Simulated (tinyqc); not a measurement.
Bandgap voltage reference from two bipolar transistors: effect of the temperature coefficient of both resistors.

Two transistors of area 1 and N carry the same current I. Is(T) = Is (T/T0)^eta exp[(Vg0 q/kB)(1/T0 - 1/T)], VBE1 = Vt ln(I/Is(T)) + I rb, VBE2 = Vt ln(I/(N Is(T))) + I rb/N. The amplifier forces I R1(T) = VBE1 - VBE2 + Vos, with R(T) = R (1 + tc (T - T0)) for both resistors, and the output is Vref = VBE1 + I R2(T). Base currents and the Early effect are neglected.

Vt = kB T/q; I = (Vt ln N + Vos)/(R1(T) - rb (1 - 1/N)). Box coefficient: span of Vref between 233 and 398 K over its average over T and over 165 K. The last column is the R2 that gives zero slope at T0.

Values chosen for this exercise; values of the order met in silicon bipolar transistors:
- T0 = 298 K (reference temperature)
- Vg0 = 1.204 V (band-gap voltage extrapolated to 0 K)
- eta = 3.4 (temperature exponent of the saturation current)
- Is = 1e-18 A (saturation current of the unit transistor at T0)
- N = 24 (area ratio of the second transistor)
- R1 = 13 kohm (resistor across which the difference of VBE falls, at T0)
- Vos = 0 mV (offset of the amplifier)
- rb = 0 ohm (series resistance of the unit transistor)
- R2 = 79.85 kohm (output resistor at T0)

Constants: q = 1.602176634e-19 C, kB = 1.380649e-23 J/K. Results are converted to the units shown.

Effect of the temperature coefficient of both resistors:
```
tc (ppm/K),I at T0 (uA),Vref at T0 (V),slope at T0 (uV/K),box coefficient (ppm/K),R2 for zero slope (kohm)
-2000,6.278,1.258,25.79,20.89,78.63
-1000,6.278,1.258,0.1082,10.02,79.84
0,6.278,1.258,-25.57,29.64,81.06
1000,6.278,1.258,-51.25,50.34,82.28
2000,6.278,1.258,-76.93,71.53,83.50
3000,6.278,1.258,-102.6,92.35,84.72
```

Read the table: what changes, and by how much?

As tc goes from -2000 to 3000, Vref stays at 1.258 V and the box coefficient goes from 20.9 through a minimum of 10.0 (at tc = -1000 among the rows listed) to 92.3 ppm/K.

Numbers from tinyqc (`OMP_NUM_THREADS=1 python tinyqc.py 2062168 2062169 out.jsonl`; about 0.02 s on one thread of a shared Intel Xeon 2.30GHz).
